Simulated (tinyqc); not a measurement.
Electron mobility of a polar semiconductor by Rode's iterative solution of the Boltzmann equation: one step, computed by the program tinyqc. Command: `OMP_NUM_THREADS=1 python tinyqc.py 3005948 3005949 out.jsonl rode walk`. One thread of a shared host (Intel(R) Xeon(R) Processor @ 2.30GHz), about 0.01 s of CPU time with the checks.

The distribution is f(E) + e F l(E) (-df/dE) cos(theta) for a weak field F, theta counted from the force; l(E) is a mean free path. Elastic processes enter by their momentum rate, polar optical phonons by out- and in-scattering terms. One valley only: where upper valleys lie close, measured mobilities are lower. The density n is prescribed, even where a narrow-gap material would have more intrinsic carriers.

Task: Rates on one ladder of the grid. Parabolic band: E = hbar^2 k^2/(2 m), speed v = hbar k/m, states per spin, volume and energy g(E) = m k/(2 pi^2 hbar^2). Masses are multiplied by m_0 and all formulas are in SI units. Phonon occupation N_q = 1/(exp(hbar w/(k_B T)) - 1). Acoustic deformation potential (elastic, equipartition, absorption and emission together): 1/tau = 2 pi k_B T D_A^2 g(E)/(hbar rho v_l^2). Piezoelectric (elastic, unscreened, momentum relaxation): 1/tau = e^2 K^2 k_B T m (1 + 2 alpha E)/(2 pi eps_s eps_0 hbar^3 k), with alpha = 0 for a parabolic band. Singly charged impurities, momentum relaxation: 1/tau = N_I e^4 m (1 + 2 alpha E) Phi/(8 pi (eps_s eps_0)^2 hbar^3 k^3), with alpha = 0 for a parabolic band. Brooks-Herring: Phi = ln(1 + b) - b/(1 + b), b = 4 k^2 L_s^2. Polar optical, unscreened: W = e^2 w (1/eps_inf - 1/eps_s) m (1 + 2 alpha E') ln|(k + k')/(k - k')| / (4 pi eps_0 hbar^2 k), times N_q for absorption (E' = E + hbar w) and N_q + 1 for emission (E' = E - hbar w > 0), with alpha = 0 for a parabolic band; mean cosine of the angle <cos> = (k^2 + k'^2)/(2 k k') - 1/ln|(k + k')/(k - k')|. Energy grid E_j = (j + 1/2) hbar w/s, j = 0, 1, ..., up to (max(eta, 0) + 18) k_B T, so that E_j +/- hbar w are grid points; l = 0 beyond the grid; integrals are sums times the spacing. With f' = f(E'): out-scattering S_o = sum over absorption and emission of W (1 - f')/(1 - f); nu = sum of elastic rates; the in-scattering weights are c+ = W_abs <cos> (1 - f')/(1 - f) for E' = E + hbar w and c- likewise for emission.

Inputs (values chosen for the exercise, for a model polar semiconductor):

| quantity | value | unit |
|---|---|---|
| effective mass m | 0.031 | m_0 |
| static permittivity eps_s | 15.1 | - |
| high-frequency permittivity eps_inf | 12.2 | - |
| density rho | 5320 | kg/m^3 |
| sound velocity v_l | 9450 | m/s |
| acoustic deformation potential D_A | 7 | eV |
| optical phonon energy hbar w | 80.4 | meV |
| piezoelectric coupling K | 0.031 | - |
| temperature T | 300 | K |
| grid points per phonon energy s | 8 | - |

Band: parabolic. Elastic processes: acoustic, piezoelectric, impurity.

reduced Fermi level eta = -1.772033

ionised impurity density N_I = 2.20e+16 1/cm^3

screening length L_s = 32.18736 nm

Constants: k_B = 8.617333262e-05 eV/K; k_B = 1.380649e-23 J/K; e = 1.602176634e-19 C; hbar = 1.054571817e-34 J s; m_0 = 9.1093837015e-31 kg; eps_0 = 8.8541878128e-12 F/m; hbar = 6.582119569e-16 eV s.

Give: Points j = s/2, s/2 + s, ... (the first seven rungs, or as many as the grid holds), rates in 1e12/s.

Result:

Points j = s/2, s/2 + s, ... (the first seven rungs, or as many as the grid holds), rates in 1e12/s:

| E (meV) | v (m/s) | nu | S_o | c+ | c- |
|---|---|---|---|---|---|
| 45.225 | 7.164e+05 | 0.4761 | 0.391 | 0.1610 | 0.000 |
| 125.625 | 1.194e+06 | 0.1562 | 5.317 | 0.1910 | 2.048 |
| 206.025 | 1.529e+06 | 0.1044 | 6.347 | 0.1969 | 3.335 |
| 286.425 | 1.803e+06 | 0.0872 | 6.406 | 0.1967 | 3.743 |
| 366.825 | 2.040e+06 | 0.0804 | 6.298 | 0.1945 | 3.897 |
| 447.225 | 2.253e+06 | 0.0779 | 6.153 | 0.1916 | 3.949 |

Points one phonon energy apart are coupled only to each other, so the grid falls into s independent ladders.
